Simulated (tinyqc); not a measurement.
Nudged elastic band on a two-dimensional model surface: one step, computed by the program tinyqc. Command: `OMP_NUM_THREADS=1 python tinyqc.py 3016674 3016675 out.jsonl neb walk`. One thread of a shared host (Intel(R) Xeon(R) Processor @ 2.30GHz), about 0.3 s of CPU time with the checks.

V(x, y) = h u^2 + t x + (kappa/2)(y + c u)^2 with u = x^2/w^2 - 1; the path runs from the minimum near (-w, 0) to that near (w, 0).

Task: Stationary points. Newton steps x(new) = x - H^-1 grad V (moves limited to 0.3 angstrom) from (-w, 0), (w, 0) and (0, c) give the two minima and the saddle.

Inputs (values chosen for the exercise, for a model surface):

| quantity | value | unit |
|---|---|---|
| height h | 0.48 | eV |
| half width w | 1.4 | angstrom |
| transverse stiffness kappa | 4.2 | eV/angstrom^2 |
| curvature c | 0.76 | angstrom |
| tilt t | -0.087 | eV/angstrom |

Surface: curved double well. Climbing image: on.

Give: positions; energies; barrier from the start.

Result:

positions (angstrom):
```
             x       y
start   -1.353   0.050
end      1.442  -0.047
saddle  -0.089   0.757
```

energies (eV): start 0.1198, end -0.1237, saddle 0.4839

barrier from the start = 0.3641 eV
